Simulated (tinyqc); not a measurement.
# Reverse leakage of an n+-p junction: diffusion, generation, trap-assisted and band-to-band tunnelling: two studies

One-sided abrupt junction in the depletion approximation, x from the junction (0) to W on the p side, field F = F0 (1 - x/W). Flat quasi-Fermi levels, long p side. Traps generate through SRH with both lifetimes shortened by 1 + Gamma (Hurkx enhancement, form for moderate fields); band-to-band generation is local and needs a total bending above Eg.

Parameters, values chosen for the exercise; band and dielectric values close to those of In0.53Ga0.47As: temperature T = 400 K; band gap Eg = 0.733 eV; relative permittivity eps_r = 14; conduction-band density of states at T Nc = 3.19e17 cm^-3; valence-band density of states at T Nv = 1.17e19 cm^-3; acceptor density of the lighter side Na = 3.6e16 cm^-3; donor density of the heavier side Nd = 1e19 cm^-3; SRH lifetime of both carriers at zero field tau = 1e-7 s; trap level above the intrinsic level Et = 0 eV; tunnelling mass mt = 0.047 m0; electron diffusion coefficient on the lighter side Dn = 3.6 cm^2/s; band-to-band prefactor Ab = 2.7e16 cm^-0.5 V^-2.5 s^-1; band-to-band field constant Bb = 5.78e6 V/cm; reverse bias VR = 2 V.

Constants: q = 1.602176634e-19 C, kB = 1.380649e-23 J/K, hbar = 1.054571817e-34 J s, m0 = 9.1093837015e-31 kg, Vt = kB T/q, eps0 = 8.8541878128e-14 F/cm where lengths are in cm. Results are converted to the units shown.

Each table varies one quantity; the others keep the values above.

## Leakage components against the trap level above the intrinsic level

ni = sqrt(Nc Nv) exp(-Eg/(2 Vt)), Eg in volts; Vbi = Vt ln(Na Nd/ni^2); W = sqrt(2 eps0 eps_r (Vbi + VR)/(q Na)); F0 = 2 (Vbi + VR)/W; FG = sqrt(24 mt m0 (kB T)^3)/(q hbar); J_diff = q ni^2 sqrt(Dn/tau)(1 - exp(-VR/Vt))/Na. u = (Vbi + VR)(1 - x/W)^2, p = Na exp(-u/Vt), n = Nd exp((u - Vbi - VR)/Vt); G0 = ni^2 (1 - exp(-VR/Vt))/(tau (n + p + 2 ni cosh(Et/Vt))); Gamma = 2 sqrt(3 pi)(F/FG) exp((F/FG)^2); trap-assisted part G0 Gamma; G_bb = Ab F^2.5 exp(-Bb/F) with F in V/cm, zero unless Vbi + VR > Eg. Currents are q times the integrals over 0 to W; J_bb under 1e-8 of J is printed as 0; rows with F0/FG above 2.2, beyond the range of this Gamma, are left out.

The same in every row: F0 (kV/cm) = 157; F0/FG = 0.638; J_diff (A/cm^2) = 5.80e-5.

Results:
```
Et (eV)  J_SRH (A/cm^2)  J_TAT (A/cm^2)  J_bb (A/cm^2)  J (A/cm^2)              largest part
-0.3            4.04e-7         9.53e-7       3.65e-12     5.93e-5                 diffusion
-0.1            1.00e-4         2.72e-4              0     4.30e-4  trap-assisted tunnelling
0               8.15e-4         0.00231              0     0.00318  trap-assisted tunnelling
0.1             1.00e-4         2.72e-4              0     4.30e-4  trap-assisted tunnelling
0.2             6.55e-6         1.63e-5       3.65e-12     8.08e-5                 diffusion
0.3             4.04e-7         9.53e-7       3.65e-12     5.93e-5                 diffusion
```

Estimate the missing row, Et = -0.2 eV.

Computed row:
```
Et (eV)  J_SRH (A/cm^2)  J_TAT (A/cm^2)  J_bb (A/cm^2)  J (A/cm^2)  largest part
-0.2            6.55e-6         1.63e-5       3.65e-12     8.08e-5     diffusion
```

With this row back in the table: J goes from 5.93e-5 through a maximum of 0.00318 (at Et = 0 among the rows listed) to 5.93e-5 A/cm^2. Diffusion leads at Et = -0.3, trap-assisted tunnelling from -0.1, diffusion from 0.2 on.

## Leakage components against the reverse bias

Same model as above.

Results:
```
VR (V)  F0 (kV/cm)  F0/FG  J_diff (A/cm^2)  J_SRH (A/cm^2)  J_TAT (A/cm^2)  J_bb (A/cm^2)  J (A/cm^2)              largest part
0.2           89.1  0.362          5.78e-5         1.73e-4         2.42e-4              0     4.73e-4  trap-assisted tunnelling
1              124  0.504          5.80e-5         5.20e-4         0.00109              0     0.00167  trap-assisted tunnelling
2.6            174  0.707          5.80e-5         9.61e-4         0.00314       2.02e-10     0.00416  trap-assisted tunnelling
3.4            194  0.789          5.80e-5         0.00113         0.00437        1.04e-8     0.00556  trap-assisted tunnelling
4.2            213  0.863          5.80e-5         0.00129         0.00575        2.01e-7     0.00710  trap-assisted tunnelling
5              229  0.931          5.80e-5         0.00143         0.00732        2.06e-6     0.00881  trap-assisted tunnelling
5.8            245  0.995          5.80e-5         0.00156         0.00910        1.38e-5      0.0107  trap-assisted tunnelling
6.6            260   1.06          5.80e-5         0.00168          0.0111        6.80e-5      0.0129  trap-assisted tunnelling
```

Estimate the missing row, VR = 1.8 V.

Computed row:
```
VR (V)  F0 (kV/cm)  F0/FG  J_diff (A/cm^2)  J_SRH (A/cm^2)  J_TAT (A/cm^2)  J_bb (A/cm^2)  J (A/cm^2)              largest part
1.8            151  0.614          5.80e-5         7.63e-4         0.00205              0     0.00287  trap-assisted tunnelling
```

With this row back in the table: J rises from 4.73e-4 to 0.0129 A/cm^2. Trap-assisted tunnelling leads at VR = 0.2 and in all other rows. The ratio J_TAT/J_SRH goes from 1.40 to 6.61 as F0/FG goes from 0.362 to 1.06.

Range of the model: The n+ side is degenerate, so Vbi from Boltzmann statistics is only a guide.

Computed by the program tinyqc: `OMP_NUM_THREADS=1 python tinyqc.py 2290057 2290058 out.jsonl`, one thread of a shared Intel Xeon 2.30GHz, about 0.01 s for the whole run.
